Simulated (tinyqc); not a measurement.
Band offset of a heterojunction with an interface dipole (two-band chains, self-consistent charge), step by step. Values are carried at full precision from step to step, so a last printed digit may differ when a step is redone from the rounded ones.

Sites alternate A, C. Left: A at -G1/2, C at +G1/2, hopping -t1; right: A at D - G2/2, C at D + G2/2, hopping -t2; the bonds across the two interfaces of a ring (C left to A right, C right to A left) have -sqrt(t1 t2). D is the offset of the mid-gaps, so Ev(right) - Ev(left) = D - (G2 - G1)/2 and Ec(right) - Ec(left) = D + (G2 - G1)/2. The closing bond has its sign reversed (antiperiodic ring). Half the levels are filled with two electrons each. The charge moved is q = (electrons on the left) less one a site; the mean over the two interfaces, q/2, is taken as the charge that crosses each, and its dipole opposes the offset: D = D0 - u q/2.

Inputs chosen for the exercise (gaps near those of Si and GaP; the chains and D0 are free models, so the offsets are not those of the real pair; shifted at random, so the results belong to these values and not to a real crystal):
- G1 = 1.16 eV (gap on the left)
- G2 = 2.37 eV (gap on the right)
- t1 = 2.32 eV (hopping on the left)
- t2 = 2.67 eV (hopping on the right)
- D0 = -0.62 eV (mid-gap of the right side above that of the left, without dipole)
- n = 3 (cells a side in the small ring)
- u = 3.9 eV (potential step per electron moved across)
- mx = 0.5 (mixing)

## The small ring at D = D0

Fill in H.

H (eV), lower triangle:
```
         AL1      CL1      AL2      CL2      AL3      CL3      AR1      CR1      AR2      CR2      AR3     CR3
AL1  -0.5800
CL1  -2.3200   0.5800
AL2        0  -2.3200  -0.5800
CL2        0        0  -2.3200   0.5800
AL3        0        0        0  -2.3200  -0.5800
CL3        0        0        0        0  -2.3200   0.5800
AR1        0        0        0        0        0  -2.4889  -1.8050
CR1        0        0        0        0        0        0  -2.6700   0.5650
AR2        0        0        0        0        0        0        0  -2.6700  -1.8050
CR2        0        0        0        0        0        0        0        0  -2.6700   0.5650
AR3        0        0        0        0        0        0        0        0        0  -2.6700  -1.8050
CR3   2.4889        0        0        0        0        0        0        0        0        0  -2.6700  0.5650
```

## Levels and site charges

Diagonalise, fill the lower half with two electrons each, and sum the electrons on the left (L) less one a site.

levels (eV): -5.7639  -5.0094  -3.9377  -3.7925  -2.1025  -1.5082  1.1810  1.3493  3.2809  3.3878  4.5325  4.6626

electrons on the sites: AL1 1.2461, CL1 0.7090, AL2 1.2426, CL2 0.7110, AL3 1.2490, CL3 0.6707, AR1 1.3982, CR1 0.6462, AR2 1.3959, CR2 0.6454, AR3 1.3909, CR3 0.6950

q = -0.1716 electrons

Electrons move to the right, the side whose mid-gap lies lower.

## Self-consistent offset

From here on the ring has 24 cells a side.

Start at D = D0; D(out) = D0 - u q(D)/2; D(new) = D + mx (D(out) - D); stop when |D(out) - D| < 1e-7 eV.

Iterations:
```
i     D (eV)         q  D(out) (eV)  D(out) - D
0   -0.62000  -0.19413     -0.24145       0.379
1   -0.43072  -0.13312     -0.36042      0.0703
2   -0.39557  -0.12202     -0.38206      0.0135
3   -0.38881  -0.11990     -0.38620     0.00261
4   -0.38751  -0.11949     -0.38700    0.000505
5   -0.38725  -0.11941     -0.38716    9.78e-05
6   -0.38721  -0.11939     -0.38719    1.89e-05
7   -0.38720  -0.11939     -0.38719    3.66e-06
8   -0.38719  -0.11939     -0.38719    7.09e-07
9   -0.38719  -0.11939     -0.38719    1.37e-07
10  -0.38719  -0.11939     -0.38719    2.65e-08
```

D = -0.3872 eV

Converged at i = 10: the dipole removes 38 % of the starting offset.

## Linear response

chi = (q(+h) - q(-h))/(2h) at D = 0 with h = 0.01 eV; S = 1/(1 + u chi/2); linear estimate D = S D0.

chi = 0.30536 1/eV
S = 0.6268
linear estimate of D = -0.3886 eV

The self-consistent value is -0.3872 eV, +1.4 meV from the estimate. At D = 0 no net charge crosses: the mid-gaps are the neutrality levels of these symmetric chains.

## The line-up

Ev(right) - Ev(left) = D - (G2 - G1)/2 and Ec(right) - Ec(left) = D + (G2 - G1)/2, for D0, for the self-consistent D and for D = 0. Type I: the offsets have opposite signs; type III: one valence edge lies above the other conduction edge; else type II.

Offsets (eV):
```
case                            D  valence  conduction                 type
no dipole                  -0.620   -1.225      -0.015  type II (staggered)
self-consistent            -0.387   -0.992       0.218  type I (straddling)
neutrality levels aligned   0.000   -0.605       0.605  type I (straddling)
```

The dipole changes the type of the junction.

## Checks

- q at D = 0 against zero, as particle-hole symmetry demands: both 0.000000.
- q at the self-consistent D on 24 against 48 cells a side: both -0.1194.

(tinyqc, `OMP_NUM_THREADS=1 python tinyqc.py 1450319 1450320 out.jsonl`, Intel(R) Xeon(R) Processor @ 2.30GHz, 1 thread, shared host, about 0.3 s.)
